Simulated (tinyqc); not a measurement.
Which input was changed? Model: X-ray reflectivity of a thin film on silicon: critical angles, Parratt recursion, fringes and roughness. Computed by tinyqc, a small Python program. Command: `OMP_NUM_THREADS=1 python tinyqc.py 3120398 3120399 out.jsonl xrr which`. One thread of a shared host (Intel(R) Xeon(R) Processor @ 2.30GHz), about 0.03 s of CPU time with the checks.

n = 1 - delta + i beta; the classical electron radius is r_e = 2.8179403e-6 nm. Layer 0 is vacuum, 1 the film, 2 the substrate.

Inputs (values chosen for the exercise, modelled on ruthenium on silicon, copper K-alpha radiation):
```
quantity                                        value     unit
wavelength lambda                             0.15406       nm
film density rho                                 12.8   g/cm^3
effective electrons per unit mass, film         0.434    mol/g
beta/delta, film                                0.078        -
film thickness d                                 61.4       nm
roughness of the surface sigma_1                 0.46       nm
roughness of the interface sigma_2                0.7       nm
substrate density                                2.33   g/cm^3
effective electrons per unit mass, substrate    0.507    mol/g
beta/delta, substrate                           0.023        -
grazing angle theta                              2.04  degrees
```

Constants: N_A = 6.02214076e+23 1/mol.

Method:
- delta = r_e lambda^2 rho_e/(2 pi), rho_e = density x electrons per mass x N_A; critical angle sqrt(2 delta), q_c = 4 sqrt(pi r_e rho_e).
- k_j = (2 pi/lambda) sqrt(sin^2 theta - 2 delta_j + 2 i beta_j); r_ij = (k_i - k_j)/(k_i + k_j) x exp(-2 k_i k_j sigma^2) (Nevot-Croce); r = (r_01 + r_12 p)/(1 + r_01 r_12 p), p = exp(2 i k_1 d); R = |r|^2.
- Far above the critical angle the period is d theta = lambda/(2 d), or 2 pi/d in q; the envelope runs between (|r_01| - |r_12 p|)^2 and (|r_01| + |r_12 p|)^2; contrast = 2 a b/(a^2 + b^2) with a = |r_01|, b = |r_12 p|; roughness factors on the amplitudes are about exp(-q^2 sigma^2/2).

Problem. One of these inputs alone was changed, within the range given: roughness of the surface sigma_1 (0.23 to 0.92); roughness of the interface sigma_2 (0.35 to 1.4); grazing angle theta (1.02 to 4.08); beta/delta, film (0.039 to 0.156). Which one, and to what value?

Results:
```
run     roughness factor, surface   contrast  critical angle of the film (degrees)
before                  0.4098417  0.3335412                             0.4835360
after                   0.5825933  0.2404113                             0.4835360
```

Solution.

Each candidate set to reproduce roughness factor, surface, and what it then gives:
```
candidate                                range searched  value needed  contrast  critical angle of the film (degrees)
roughness of the surface sigma_1 (nm)      0.23 to 0.92        0.3580   0.24041                               0.48354
roughness of the interface sigma_2 (nm)     0.35 to 1.4     no effect         -                                     -
grazing angle theta (degrees)              1.02 to 4.08         1.588   0.45672                               0.48354
beta/delta, film                         0.039 to 0.156     no effect         -                                     -
```

Only roughness of the surface sigma_1 fits every result: it went from 0.46 to 0.358 nm. The next best candidate, grazing angle theta, misses one result by 90 %.
